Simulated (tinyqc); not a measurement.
Inside a calculation. Model: correction of a charged-defect supercell by a model charge and potential alignment (plane-averaged potentials). Computed by tinyqc, a small Python program that keeps every step. Command: `OMP_NUM_THREADS=1 python tinyqc.py 3111442 3111443 out.jsonl align walk`. One thread of a shared host (Intel(R) Xeon(R) Processor @ 2.30GHz), about 0.01 s of CPU time with the checks. Intermediate numbers are printed to about 6 digits and carried at full precision; extremes and crossings named in words are read from the listed rows.

The "true" defect charge is (1 - x) q in a Gaussian of width sigma plus x q in one of width sigma_t, so the exact answer is known; the correction sees only a single model Gaussian of width sigma_m. A Gaussian of width s has the transform rho(G) = exp(-G^2 s^2/2), normalised to 1. A uniform background cancels q, so G = 0 is left out. Potentials are those felt by a unit positive charge. E_0 is the formation energy of the isolated defect, E_cell its value in the supercell, E_lat = E_iso - E_per of the model charge, C the true less the model potential far from the defect; the exact correction is E_0 - E_cell, and the error of a scheme is E_cell plus its correction less E_0.

Inputs (values chosen for the exercise, with screening close to that of GaN):

| quantity | value | unit |
|---|---|---|
| defect charge q | -3 | e |
| dielectric constant eps | 9.85 | - |
| edge of the cubic cell L | 16.5 | angstrom |
| width sigma of the true defect charge | 1.2 | angstrom |
| width sigma_m of the model charge | 0.85 | angstrom |
| share x of the charge in a wide tail | 0.12 | - |
| width sigma_t of the tail | 2.5 | angstrom |
| formation energy of the isolated defect E_0 | 3.02 | eV |

Constants: e^2/(4 pi eps_0) = 14.39964548 eV angstrom.

## The supercell energy and its true error

Periodic energy E_per = (2 pi q^2/(eps L^3)) (e^2/(4 pi eps_0)) sum_(G != 0) rho(G)^2/G^2, G = (2 pi/L)(n1, n2, n3), |n_i| <= 16. Isolated energy: two Gaussians of charges q_a, q_b and widths a, b interact by q_a q_b (e^2/(4 pi eps_0 eps)) sqrt(2/pi)/sqrt(a^2 + b^2), and the self-energy is half the sum over pairs. Supercell value E_cell = E_0 + E_per - E_iso for the true charge.

E_iso, true charge = 2.81631 eV

E_per, true charge = 1.72221 eV

E_cell = 1.92590 eV

exact correction = 1.09410 eV

## Lattice energy of the model charge

E_lat = E_iso - E_per for the model charge; point-charge value alpha q^2 e^2/(4 pi eps_0 eps 2 L) with alpha = 2.837297.

E_iso, model = 4.36651 eV

E_per, model = 3.24858 eV

E_lat = 1.11793 eV

point-charge value = 1.13122 eV

## Plane-averaged potentials

Plane-averaged potential at distance z from the defect: V(z) = (4 pi q/(eps L^3)) (e^2/(4 pi eps_0 e)) sum_(m != 0) rho(G_m) cos(G_m z)/G_m^2, G_m = 2 pi m/L, |m| <= 40.

Potentials (V):

| z/L | z (angstrom) | true | model | difference |
|---|---|---|---|---|
| 0.00 | 0.000 | -0.181209 | -0.214131 | 0.0329218 |
| 0.05 | 0.825 | -0.164681 | -0.188291 | 0.0236104 |
| 0.10 | 1.650 | -0.122852 | -0.130762 | 0.0079102 |
| 0.15 | 2.475 | -0.071095 | -0.069753 | -0.0013421 |
| 0.20 | 3.300 | -0.020666 | -0.015564 | -0.0051025 |
| 0.25 | 4.125 | 0.023688 | 0.030361 | -0.0066728 |
| 0.30 | 4.950 | 0.060540 | 0.067937 | -0.0073972 |
| 0.35 | 5.775 | 0.089437 | 0.097163 | -0.0077260 |
| 0.40 | 6.600 | 0.110176 | 0.118039 | -0.0078633 |
| 0.45 | 7.425 | 0.122651 | 0.130565 | -0.0079142 |
| 0.50 | 8.250 | 0.126813 | 0.134740 | -0.0079266 |

The difference moves by 0.06 mV between z/L = 0.4 and 0.5: a plateau.

## Alignment and corrected energy

C = difference at z = L/2; E_corr = E_cell + E_lat - q C. For charges that have died out at L/2, C = (2 pi q/(eps L^3)) (e^2/(4 pi eps_0 e)) (<s^2> - sigma_m^2), <s^2> = (1 - x) sigma^2 + x sigma_t^2.

alignment C = -0.00792662 V

C, closed form = -0.00794208 V

E_corr = 3.02005 eV

error with alignment (rounded to 1e-4 meV) = 0.0463 meV

error without alignment = 23.8261 meV

error with the point-charge term alone = 37.1220 meV

error without correction = -1094.10 meV

Errors are measured against E_0. Alignment cuts the error of the model charge from 24 to 0.046 meV.

## Errors against cell size

Schemes: none; point-charge term alpha q^2 e^2/(4 pi eps_0 eps 2 L), alpha = 2.837297; E_lat of the model; E_lat - q C with C at z = L/2.

Error against E_0 (meV):

| L (angstrom) | none | point charge | model charge | model and alignment |
|---|---|---|---|---|
| 11.5 | -1513.50 | 109.565 | 70.2930 | 2.66578 |
| 14.0 | -1272.46 | 60.768 | 39.0019 | 0.38190 |
| 16.5 | -1094.10 | 37.122 | 23.8261 | 0.04627 |

Between the last two rows the uncorrected error scales as L^-0.92 and the point-charge remainder as L^-3.00. With alignment the error is +2.7 meV in the smallest cell and +0.05 meV in the largest.

Checks made by the program: E_lat against the point-charge value less 2 pi q^2 sigma_m^2 e^2/(4 pi eps_0 eps L^3) (relative difference 2e-07).
